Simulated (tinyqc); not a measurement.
# Current crowding under a contact, resistor ladder against the transmission-line model: what changes with what

A metal contact of length d and width W on a thin layer of the same width. The metal has no resistance, the sheet resistance under it equals Rsh, and current enters the layer at the front edge x = 0.

Parameters, values chosen for the exercise: sheet resistance of the semiconductor layer Rsh = 220 ohm/sq; specific contact resistivity rc = 2.4e-8 ohm cm^2; contact length d = 0.062 um; contact width W = 4 um.

Each table varies one quantity; the others keep the values above.

## Effect of the contact length

Transfer length Lt = sqrt(rc/Rsh); front resistance Rc = (Rsh Lt/W) coth(d/Lt); end resistance Re = (Rsh Lt/W)/sinh(d/Lt).

Effect of the contact length:

| d (um) | d/Lt | Rc W (ohm um) | rc/d (ohm um) | Re/Rc |
|---|---|---|---|---|
| 0.012 | 0.1149 | 200.9 | 200.0 | 0.9934 |
| 0.02 | 0.1915 | 121.5 | 120.0 | 0.9819 |
| 0.035 | 0.3351 | 71.12 | 68.57 | 0.9464 |
| 0.06 | 0.5745 | 44.31 | 40.00 | 0.8550 |
| 0.1 | 0.9574 | 30.92 | 24.00 | 0.6692 |
| 0.17 | 1.628 | 24.82 | 14.12 | 0.3782 |
| 0.3 | 2.872 | 23.13 | 8.000 | 0.1128 |
| 0.5 | 4.787 | 22.98 | 4.800 | 0.01667 |

Rc W falls from 201 to 23.0 ohm um, as d^(-0.98) between the first two rows. It levels off at sqrt(rc Rsh) = 23.0 ohm um and, among the rows, is within 5 % of that from d = 0.3 um on (Lt = 0.104 um): metal beyond two transfer lengths lowers Rc by less than 4 %.

## Effect of the sheet resistance

Same model as above.

Effect of the sheet resistance:

| Rsh (ohm/sq) | Lt (um) | d/Lt | Rc W (ohm um) | Re W (ohm um) |
|---|---|---|---|---|
| 8.8 | 0.5222 | 0.1187 | 38.89 | 38.62 |
| 22 | 0.3303 | 0.1877 | 39.16 | 38.48 |
| 53 | 0.2128 | 0.2914 | 39.80 | 38.17 |
| 130 | 0.1359 | 0.4563 | 41.36 | 37.40 |
| 320 | 0.08660 | 0.7159 | 45.11 | 35.59 |
| 800 | 0.05477 | 1.132 | 53.98 | 31.53 |
| 2000 | 0.03464 | 1.790 | 73.26 | 23.80 |
| 4800 | 0.02236 | 2.773 | 108.2 | 13.47 |

Rc W rises from 38.9 to 108 ohm um while Re W falls from 38.6 to 13.5 ohm um; for Rsh going to zero both tend to rc/d = 38.7 ohm um. A larger Rsh shortens Lt and crowds the current to the front edge.

Program tinyqc, `OMP_NUM_THREADS=1 python tinyqc.py 2760052 2760053 out.jsonl`; Intel Xeon 2.30GHz, shared host, one thread, about 0.01 s.
